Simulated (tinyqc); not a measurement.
# Delay unit and parasitic delay from two ring oscillators

Inverse problem. A ring of 31 inverters oscillates at 1/(2 x 31 d), with stage delay d = tau (h + p) for fan-out h. Find tau, p and the delay at fan-out 4.

frequencies of 31-stage ring oscillators with fan-out 2 and 6 (GHz): 1.9443110  0.91147649

Answer. d is a straight line in h with slope tau and intercept tau p.

tau = 2.350 ps
p = 1.530
delay at fan-out 4 = 13.00 ps

Computed by the program tinyqc: `OMP_NUM_THREADS=1 python tinyqc.py 2082112 2082113 out.jsonl`, one thread of a shared Intel Xeon 2.30GHz, about 0.01 s for the whole run.
